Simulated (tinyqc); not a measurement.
MOS inversion layer, Poisson-Schroedinger loop: two steps of the calculation.

Electrons confined at an insulator interface at z = 0, treated as a hard wall; parabolic valleys, Hartree approximation, no image or exchange terms. The depletion charge lies far deeper than the electrons and gives a uniform field q Nd/(eps0 eps_r); the gate balances all charge. Energies are counted from the band edge at the interface.

Values chosen for this exercise; masses and permittivity close to those of silicon (100): relative permittivity eps_r = 11.7; mass along z of valley set A (2 valley(s)) mz1 = 0.909 m0; sheet density of electrons Ns = 6.7e12 cm^-2; sheet density of depletion charge Nd = 1.3e12 cm^-2; mixing factor a = 0.3.

Constants: q = 1.602176634e-19 C, hbar = 1.054571817e-34 J s, m0 = 9.1093837015e-31 kg, eps0 = 8.8541878128e-14 F/cm where lengths are in cm, hbar^2/(2 m0) = 0.0380998212 eV nm^2. Results are converted to the units shown.

Task 1. Density, output potential and mixing. n_i = sum_k N_k |psi_k|^2 (converted to cm^-3). Hartree part by Gauss: on the interval before node i the electrons still beyond are S_i = Ns - hz sum_(j<i) n_j, and U_i = U_(i-1) + q S_i hz/(eps0 eps_r) in eV, U_0 = 0 at the interface. Mixing: U(new) = U + a (U(out) - U).

columns A: node; B: z (nm); C: self-consistent potential U at the start (eV); D: |psi|^2 of A1 (1/nm); E: |psi|^2 of A2 (1/nm); F: |psi|^2 of B1 (1/nm); G: |psi|^2 of B2 (1/nm)
```
A       B  C           D           E           F           G
1    0.78  0  0.24883921  0.21549857  0.05757397  0.05584618
2    1.56  0  0.46610757  0.11946396  0.17490433  0.12847976
3    2.34  0  0.34923601  0.01643376  0.25885851  0.10518381
4    3.12  0  0.15613036  0.24944705  0.26701128  0.02695524
5     3.9  0  0.04825403  0.34193186  0.21644061  0.00270230
6    4.68  0  0.01113615  0.21937467  0.14609776  0.06394304
7    5.46  0  0.00201337  0.08825585  0.08493151  0.15319748
8    6.24  0  0.00029475  0.02514591  0.04346588  0.20426300
9    7.02  0  0.00003580  0.00542745  0.01988782  0.19700024
10    7.8  0  0.00000368  0.00092662  0.00822879  0.15157088
11   8.58  0  0.00000032  0.00012900  0.00310535  0.09765984
12   9.36  0  0.00000002  0.00001498  0.00107519  0.05409813
13  10.14  0  0.00000000  0.00000148  0.00034217  0.02604203
14  10.92  0  0.00000000  0.00000013  0.00009915  0.01078188
15   11.7  0  0.00000000  0.00000001  0.00002484  0.00360118
16  12.48  0  0.00000000  0.00000000  0.00000413  0.00072629
```

N_k (cm^-2): A1 5.2741363e12, A2 2.2457301e11, B1 1.2012737e12, B2 1.7041467e7

Wanted: n; U(out); U after round 1.

Result 1.

```
node  n (1e19 cm^-3)  U(out) (eV)  U after round 1 (eV)
1              1.430       0.0808               0.02425
2              2.695       0.1482               0.04446
3              2.157       0.1902               0.05706
4              1.200       0.2119               0.06358
5              0.591       0.2223               0.06670
6              0.284       0.2272               0.06816
7              0.132       0.2294               0.06882
8              0.059       0.2303               0.06910
9              0.025       0.2307               0.06922
10             0.010       0.2309               0.06926
11             0.004       0.2309               0.06928
12             0.001       0.2309               0.06928
13             0.000       0.2309               0.06928
14             0.000       0.2310               0.06929
15             0.000       0.2310               0.06929
16             0.000       0.2310               0.06929
```

Task 2. Closed-form estimates. Triangular well: E_k = a_k (C F^2/mz)^(1/3), a_1 = 2.338107, a_2 = 4.087949, C = hbar^2/(2 m0), F in eV/nm. Fang-Howard (all electrons in the lowest level of set A): b^3 = 6 (mz1/C) q (Nd + 11 Ns/32)/(eps0 eps_r), centroid 3/b, level C b^2/(4 mz1) + (3/b) q (Nd + 11 Ns/16)/(eps0 eps_r). Use F = q (Nd + Ns)/(eps0 eps_r), the surface field, and F = q (Nd + Ns/2)/(eps0 eps_r).

Find: A1 with the surface field; A1 with Nd + Ns/2; A2 with Nd + Ns/2; b; Fang-Howard centroid; Fang-Howard level.

Result 2.

A1 with the surface field = 0.2017 eV
A1 with Nd + Ns/2 = 0.1405 eV
A2 with Nd + Ns/2 = 0.2456 eV
b = 1.998 1/nm
Fang-Howard centroid = 1.501 nm
Fang-Howard level = 0.1790 eV

Program tinyqc, `OMP_NUM_THREADS=1 python tinyqc.py 2160159 2160160 out.jsonl`; Intel Xeon 2.30GHz, shared host, one thread, about 1 s.
